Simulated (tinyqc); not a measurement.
Inside a calculation. Method: LDA (VWN5) atom on a uniform radial grid, spin-unpolarised, for Ne(2+). Computed by tinyqc, a small Python program that keeps every step. Settings: Z = 10, points = 128, R = 6.4, functional = lda,vwn, mixing = 0.6, iteration cap = 79. Command: `OMP_NUM_THREADS=1 python tinyqc.py 23056 23057 out.jsonl` (the two numbers bound the seeds that draw the settings). One thread of a shared host (Intel(R) Xeon(R) Processor @ 2.60GHz), about 0.1 s of CPU time with the checks. Later iterations appear only in the table of the cycle.

## Iteration 1

Spherical atom on a uniform radial grid r_j = j h with h = R/(N + 1), h sum u^2 = 1 and integrals as h times sums, u(0) = u(R) = 0 (atomic units):
```
parameter           value
Z                      10
points N              128
R                6.400000
h                0.049612
mixing           0.600000
electrons in 1s         2
electrons in 2s         2
electrons in 2p         4
```

Three-point differences turn -u''/2 + [l(l+1)/2r^2 - Z/r + V] u = e u into a tridiagonal matrix (diagonal 1/h^2 + potential, off-diagonal -1/2h^2). D = sum f u^2; the Hartree potential y/r solves y'' = -D/r with y(0) = 0, y(R) = N_e; v_xc comes from rho = D/(4 pi r^2); E = sum f e - int D V + int D (V_H/2 + eps_xc); V(new) = V + mixing (V_H + v_xc - V).

eigenvalues (hartree): 1s -47.252146, 2s -12.313402, 2p -12.566536

Every 8th grid point:
```
r             V in     u(1s)      u(2s)     u(2p)          D        V_H       v_xc
0.396899  0.000000  0.519962  -1.169669  1.401238  11.130843  16.662299  -1.846458
0.793798  0.000000  0.022759  -1.010087  0.759232   4.347322   9.922300  -0.881126
1.190698  0.000000  0.000747  -0.355869  0.232798   0.470067   6.713097  -0.343864
1.587597  0.000000  0.000022  -0.093339  0.056538   0.030211   5.038885  -0.126395
1.984496  0.000000  5.96e-07  -0.021057  0.012085   0.001471   4.031245  -0.044820
2.381395  0.000000  1.57e-08  -0.004333  0.002382   0.000060   3.359375  -0.015141
2.778295  0.000000  4.00e-10  -0.000838  0.000444   2.19e-06   2.879464  -0.004849
3.175194  0.000000  1.00e-11  -0.000155  0.000080   7.33e-08   2.519531  -0.001488
3.572093  0.000000         0  -0.000028  0.000014   2.30e-09   2.239583  -0.000444
3.968992  0.000000         0  -4.83e-06  2.34e-06   6.84e-11   2.015625  -0.000130
4.365891  0.000000         0  -8.23e-07  3.88e-07          0   1.832386  -0.000037
4.762791  0.000000         0  -1.38e-07  6.33e-08          0   1.679688   0.000000
5.159690  0.000000         0  -2.28e-08  1.02e-08          0   1.550481   0.000000
5.556589  0.000000         0  -3.71e-09  1.62e-09          0   1.439732   0.000000
5.953488  0.000000         0  -5.89e-10  2.52e-10          0   1.343750   0.000000
6.350388  0.000000         0  -3.52e-11  1.48e-11          0   1.259766   0.000000
```

total energy = -111.98910846 hartree

## Iteration 2

As before.

eigenvalues (hartree): 1s -33.985513, 2s -5.508588, 2p -4.914441

Every 8th grid point:
```
r             V in     u(1s)      u(2s)     u(2p)         D        V_H       v_xc
0.396899  8.889505  0.591289  -0.844080  1.111983  7.070208  14.672328  -1.596493
0.793798  5.424704  0.036746  -1.114747  0.982813  6.351709   9.504817  -0.993007
1.190698  3.821540  0.001849  -0.632949  0.541279  1.973187   6.659604  -0.534525
1.587597  2.947494  0.000086  -0.278846  0.246527  0.398612   5.033222  -0.274506
1.984496  2.391855  3.82e-06  -0.108497  0.101330  0.064614   4.030691  -0.138827
2.381395  2.006540  1.66e-07  -0.039223  0.039067  0.009182   3.359323  -0.069549
2.778295  1.724769  7.07e-09  -0.013506  0.014416  0.001196   2.879459  -0.034375
3.175194  1.510826  2.98e-10  -0.004492  0.005152  0.000147   2.519531  -0.016680
3.572093  1.343484  1.24e-11  -0.001455  0.001796  0.000017   2.239583  -0.007935
3.968992  1.209297         0  -0.000462  0.000614  1.94e-06   2.015625  -0.003709
4.365891  1.099409         0  -0.000144  0.000207  2.13e-07   1.832386  -0.001710
4.762791  1.007812         0  -0.000044  0.000069  2.28e-08   1.679688  -0.000780
5.159690  0.930288         0  -0.000014  0.000023  2.40e-09   1.550481  -0.000353
5.556589  0.863839         0  -4.06e-06  0.000007  2.45e-10   1.439732  -0.000158
5.953488  0.806250         0  -1.14e-06  2.19e-06  2.17e-11   1.343750  -0.000068
6.350388  0.755859         0  -9.51e-08  1.88e-07         0   1.259766   0.000000
```

total energy = -119.64311042 hartree

## Iteration 3

As before.

eigenvalues (hartree): 1s -30.619080, 2s -3.575091, 2p -2.871798

Every 8th grid point:
```
r              V in     u(1s)      u(2s)     u(2p)         D        V_H       v_xc
0.396899  11.401303  0.607489  -0.747237  0.988933  5.766764  13.874368  -1.495804
0.793798   7.276968  0.040612  -1.096469  0.989836  6.326890   9.221751  -0.991780
1.190698   5.203663  0.002249  -0.715077  0.649141  2.708216   6.593088  -0.589696
1.587597   4.034227  0.000117  -0.371852  0.362886  0.803293   5.020449  -0.339741
1.984496   3.291860  0.000006  -0.173607  0.186263  0.199054   4.028481  -0.194518
2.381395   2.776480  2.89e-07  -0.076143  0.090696  0.044498   3.358961  -0.111379
2.778295   2.396958  1.41e-08  -0.032073  0.042620  0.009323   2.879402  -0.063718
3.175194   2.106041  6.79e-10  -0.013134  0.019522  0.001869   2.519522  -0.036293
3.572093   1.876383  3.25e-11  -0.005268  0.008771  0.000363   2.239582  -0.020515
3.968992   1.690868         0  -0.002079  0.003881  0.000069   2.015625  -0.011490
4.365891   1.538170         0  -0.000810  0.001696  0.000013   1.832386  -0.006377
4.762791   1.410469         0  -0.000312  0.000733  2.35e-06   1.679687  -0.003509
5.159690   1.302192         0  -0.000119  0.000313  4.21e-07   1.550481  -0.001915
5.556589   1.209280         0  -0.000045  0.000131  7.22e-08   1.439732  -0.001028
5.953488   1.128709         0  -0.000015  0.000049  9.90e-09   1.343750  -0.000512
6.350388   1.058203         0  -1.39e-06  4.64e-06  9.01e-11   1.259766  -0.000104
```

total energy = -120.29052415 hartree

## Convergence

Stop when input and output potentials agree to 1e-7.

Course of the cycle (hartree):
```
iteration              E       e(1s)       e(2s)       e(2p)  largest |V(out) - V(in)|
1          -111.98910846  -47.252146  -12.313402  -12.566536                  2.65e+01
2          -119.64311042  -33.985513   -5.508588   -4.914441                  6.65e+00
3          -120.29052415  -30.619080   -3.575091   -2.871798                  1.39e+00
4          -120.31064914  -29.915940   -3.028523   -2.323487                  3.48e-01
5          -120.31157982  -29.742847   -2.850952   -2.150479                  1.21e-01
6          -120.31170702  -29.683033   -2.784930   -2.086658                  4.69e-02
7          -120.31172630  -29.659747   -2.759423   -2.062026                  1.85e-02
8          -120.31172922  -29.650492   -2.749499   -2.052440                  7.32e-03
9          -120.31172966  -29.646805   -2.745632   -2.048702                  2.89e-03
10         -120.31172973  -29.645336   -2.744125   -2.047244                  1.14e-03
11         -120.31172974  -29.644752   -2.743536   -2.046674                  4.50e-04
12         -120.31172974  -29.644520   -2.743307   -2.046452                  1.77e-04
13         -120.31172974  -29.644427   -2.743217   -2.046365                  6.96e-05
14         -120.31172974  -29.644391   -2.743182   -2.046331                  2.73e-05
15         -120.31172974  -29.644376   -2.743169   -2.046318                  1.07e-05
16         -120.31172974  -29.644371   -2.743163   -2.046313                  4.23e-06
17         -120.31172974  -29.644368   -2.743161   -2.046311                  1.67e-06
18         -120.31172974  -29.644367   -2.743161   -2.046310                  6.61e-07
19         -120.31172974  -29.644367   -2.743160   -2.046310                  2.61e-07
20         -120.31172974  -29.644367   -2.743160   -2.046310                  1.03e-07
21         -120.31172974  -29.644367   -2.743160   -2.046310                  4.06e-08
```

Converged in 21 iterations. A uniform grid resolves the cusp poorly: for a bare nucleus this grid gives 1s at -47.25215 against -Z^2/2 = -50 hartree. Before convergence this energy mixes input and output and is not variational, so it may rise towards its limit.
